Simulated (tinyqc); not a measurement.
Global model of a low-pressure process discharge: electron temperature, density, ion flux and ion energy. Changing the bias power P_b. Computed by tinyqc, a small Python program. Command: `OMP_NUM_THREADS=1 python tinyqc.py 3110208 3110209 out.jsonl plasma sweep`. One thread of a shared host (Intel(R) Xeon(R) Processor @ 2.30GHz), about 0.01 s of CPU time with the checks.

Maxwellian electrons with temperature T_e in eV, one positive ion, no negative ions, uniform bulk density n; rate constants have the Arrhenius form.

Inputs (values chosen for the exercise, of the order of those of an inductive discharge in a simple atomic gas):
```
quantity                          value   unit
ion mass M                           40      u
ionisation prefactor K0           6e-14  m^3/s
ionisation energy E_iz             16.3     eV
excitation prefactor X0         3.5e-14  m^3/s
excitation energy E_ex             10.6     eV
elastic rate constant K_el      1.8e-13  m^3/s
ion-neutral cross section       9.8e-19    m^2
pressure p                          1.6     Pa
gas temperature T_g                 500      K
radius R                             12     cm
height L                             11     cm
absorbed power P                   2200      W
radius of the biased electrode        5     cm
bias frequency                    13.56    MHz
```

Constants: k_B = 1.380649e-23 J/K; e = 1.602176634e-19 C; u = 1.6605390666e-27 kg; m_0 = 9.1093837015e-31 kg; eps_0 = 8.8541878128e-12 F/m.

Method:
- n_g = p/(k_B T_g); lambda_i = 1/(n_g sigma); h_L = 0.86/sqrt(3 + L/(2 lambda_i)), h_R = 0.8/sqrt(4 + R/lambda_i); A_eff = 2 pi R^2 h_L + 2 pi R L h_R; d_eff = pi R^2 L/A_eff.
- Particle balance: K0 exp(-E_iz/T_e) n_g d_eff = u_B, u_B = sqrt(e T_e/M).
- Root found by bracketing.
- E_c = E_iz + (X0 exp(-E_ex/T_e) E_ex + K_el (3 m_0/M) T_e)/K_iz; wall potential V_s = (T_e/2) ln(M/(2 pi m_0)); E_T = E_c + 2 T_e + T_e/2 + V_s; n = P/(e u_B A_eff E_T); ion current density J = e h_L n u_B; ionised share n/n_g.
- All bias power goes to ions: V_b = P_b/(J pi r^2). Debye length at the sheath edge lambda_D = sqrt(eps_0 T_e/(e h_L n)); Child-law sheath s = (sqrt2/3) lambda_D (2 V/T_e)^(3/4), V = V_b + V_s; ion transit time tau_i = 3 s sqrt(M/(2 e V)); collisions in the sheath s/lambda_i.

One run for each value:
```
bias power P_b (W)  bias voltage V_b (V)  sheath width s (mm)  transit time over bias period  s/lambda_i
3                              2.533e+00                0.054                         0.2699      0.0123
7.3                            6.163e+00                0.064                         0.2862      0.0146
18                             1.520e+01                0.088                         0.3178      0.0200
43                             3.630e+01                0.137                         0.3681      0.0311
100                            8.442e+01                0.231                         0.4384      0.0526
250                            2.111e+02                0.436                         0.5414      0.0990
620                            5.234e+02                0.842                         0.6742      0.1912
1500                           1.266e+03                1.618                         0.8383      0.3674
```

Over the rows, bias voltage V_b (V) rises from 2.53 to 1270 (exponent d ln y / d ln x about 1.0 throughout); sheath width s (mm) rises from 0.0540 to 1.62 (exponent d ln y / d ln x 0.20 between the first rows and 0.74 between the last); transit time over bias period rises from 0.270 to 0.838 (exponent d ln y / d ln x 0.066 between the first rows and 0.25 between the last).
